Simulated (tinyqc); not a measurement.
Sputter depth profiling of a dopant layer: erosion rate, quantification and the mixing-roughness response: one step, computed by the program tinyqc.

A rastered ion beam erodes silicon (49.94 atoms per nm^3). The measured profile is the true one convolved with a depth response.

Problem. Erosion and sensitivity. Scaling chosen for the exercise: yield Y = Y1 E^0.5, mixing length w = w1 E^0.5 (E in keV). Erosion rate = Y I/(e x raster^2 x density); depth step = rate x counting time; concentration = RSF x counts/matrix counts; detection limit = RSF x 3 sqrt(background x time)/(matrix rate x time).

Inputs (values chosen for the exercise, modelled on a dopant in silicon under an oxygen or caesium beam): beam energy E = 1.1 keV; beam current = 410 nA; raster side = 400 um; sputter yield at 1 keV = 0.91; mixing length at 1 keV = 1.5 nm; relative sensitivity factor RSF = 6.7e+20 1/cm^3; matrix count rate = 2.3e+06 1/s; background count rate = 1.2 1/s; counting time per point = 0.5 s.

True profile: box.

Constants: e = 1.602176634e-19 C.

Give: yield Y; mixing length w; erosion rate; depth step; detection limit.

Solution.

yield Y = 0.9544

mixing length w = 1.573 nm

erosion rate = 0.3057 nm/s

depth step = 0.1528 nm

detection limit = 1.354e+15 1/cm^3

Caution: with so few background counts Poisson statistics, not 3 sqrt(N), set the true limit.
